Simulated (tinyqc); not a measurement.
# Worked calculation: long-channel MOSFET, surface-potential model

Numbers from tinyqc (`OMP_NUM_THREADS=1 python tinyqc.py 2360168 2360169 out.jsonl`; about 0.07 s on one thread of a shared Intel Xeon 2.30GHz). Printed values are rounded.

n-channel transistor on a uniformly doped p-type body, gradual-channel approximation, constant mobility, Boltzmann statistics, full ionisation. Potentials are counted from the neutral body; V is the electron quasi-Fermi potential, Vsb at the source and Vsb + Vds at the drain. Charges are magnitudes per area.

Inputs (values chosen for the exercise); material values those of a made-up semiconductor:
- T = 350 K (temperature)
- Eg = 1.33 eV (band gap)
- eps_r = 14.2 (relative permittivity of the semiconductor)
- Nc = 6.57e17 cm^-3 (conduction-band density of states at T)
- Nv = 9.56e18 cm^-3 (valence-band density of states at T)
- Na = 1.5e17 cm^-3 (acceptor density of the body)
- eox = 24.8 (relative permittivity of the gate insulator)
- tox = 11 nm (insulator thickness)
- Vfb = -0.95 V (flat-band voltage)
- mu = 120 cm^2/(V s) (channel mobility)
- W = 5 um (gate width)
- L = 1 um (gate length)
- Vsb = 1 V (source-body reverse bias)
- Vgs = 0.27 V (gate-source voltage)
- Vds = 0.2 V (drain-source voltage)

Constants: q = 1.602176634e-19 C, kB = 1.380649e-23 J/K, Vt = kB T/q, eps0 = 8.8541878128e-14 F/cm where lengths are in cm. Results are converted to the units shown.

## Body potential, insulator capacitance and body factor

ni = sqrt(Nc Nv) exp(-Eg/(2 Vt)), Eg in volts; phiF = Vt ln(Na/ni); Cox = eps0 eox/tox; gamma = sqrt(2 q eps0 eps_r Na)/Cox. VT = Vfb + 2 phiF + gamma sqrt(2 phiF + Vsb), m = 1 + gamma/(2 sqrt(2 phiF + Vsb)).

ni = 6.65937e8 cm^-3
phiF = 0.580071 V
Cox = 1.99622 uF/cm^2
gamma = 0.123148 V^0.5
VT = 0.391138 V
m = 1.04189

## Iteration 1: surface potential at the source by Newton steps

psi at the start (the smaller of 2 phiF + Vsb + 4 Vt and the root without inversion charge) = 2.04519 V

With V = Vsb: G = psi - Vt + Vt e, e = exp((psi - 2 phiF - Vsb)/Vt); f = Vgs + Vsb - Vfb - psi - gamma sqrt(G); f' = -1 - gamma (1 + e)/(2 sqrt(G)); psi(new) = psi - f/f'.

G = 2.01570 V
f = -2.93570e-5 V
f' = -1.04433
psi after iteration 1 = 2.04516 V

## Course of the iteration: surface potential at the source by Newton steps

Stop when psi changes by less than 1e-10 V, or after 40 iterations.

Course of the iteration:
```
iteration  psi (V)  |change| (V)
1          2.04516       2.81e-5
2          2.04516      7.78e-12
```

Converged in 2 iterations. The change falls from 2.8e-5 in the first iteration to below the tolerance in the last.

## Charges and current of the charge-sheet model

psi_0 = 2.04516 V
psi_L = 2.04519 V

psi_0 and psi_L solve Vgs + Vsb - Vfb - psi = gamma sqrt(G) at V = Vsb and Vsb + Vds. Qi = Cox gamma [sqrt(G) - sqrt(psi - Vt)], G = psi - Vt + Vt exp((psi - 2 phiF - V)/Vt), at both ends. With U = Vgs + Vsb - Vfb: drift = mu (W/L) Cox [U (psi_L - psi_0) - (psi_L^2 - psi_0^2)/2 - (2/3) gamma ((psi_L - Vt)^1.5 - (psi_0 - Vt)^1.5)]; diffusion = mu (W/L) Vt (Qi0 - QiL).

Qi0 = 0.0577064 nC/cm^2
QiL = 7.61697e-5 nC/cm^2
drift current = 4.79645e-7 uA
diffusion current = 0.00104290 uA
drain current = 0.00104338 uA

Drift carries 0.0460 % of the current. The drain end is pinched off: its charge is under 1 % of that at the source.

## Inversion charge along the channel

V, point 0 to 8 (V): 1  1.025  1.05  1.075  1.1  1.125  1.15  1.175  1.2

The surface potential psi at channel potential V solves Vgs + Vsb - Vfb - psi = gamma sqrt(G), G = psi - Vt + Vt exp((psi - 2 phiF - V)/Vt). Charge sheet: Qi = Cox gamma [sqrt(G) - sqrt(psi - Vt)]. Pao-Sah: Qi = (Cox gamma/2) integral from 3 Vt to psi of exp((u - 2 phiF - V)/Vt)/sqrt(G(u, V)) du.

```
point  psi (V)  Qi, charge sheet (nC/cm^2)  Qi, Pao-Sah (nC/cm^2)
0      2.04516                   0.0577064              0.0581484
1      2.04518                   0.0252048              0.0253978
2      2.04518                   0.0110054              0.0110897
3      2.04519                  0.00480472             0.00484151
4      2.04519                  0.00209751             0.00211357
5      2.04519                  9.15648e-4             9.22660e-4
6      2.04519                  3.99713e-4             4.02774e-4
7      2.04519                  1.74488e-4             1.75824e-4
8      2.04519                  7.61697e-5             7.67531e-5
```

At the source the charge-sheet charge is 0.76 % below the Pao-Sah one.

## Pao-Sah current by Simpson's rule

I = mu (W/L) integral of Qi dV; Simpson's rule on the 9 points, step Vds/8, weights 1, 4, 2, ..., 4, 1 times step/3.

Pao-Sah current = 0.00105394 uA

Gauss-Legendre quadrature on many points gives 0.001051 uA, so this value is 0.24 % above it; the charge-sheet current, 0.001043 uA, is 0.76 % below it.
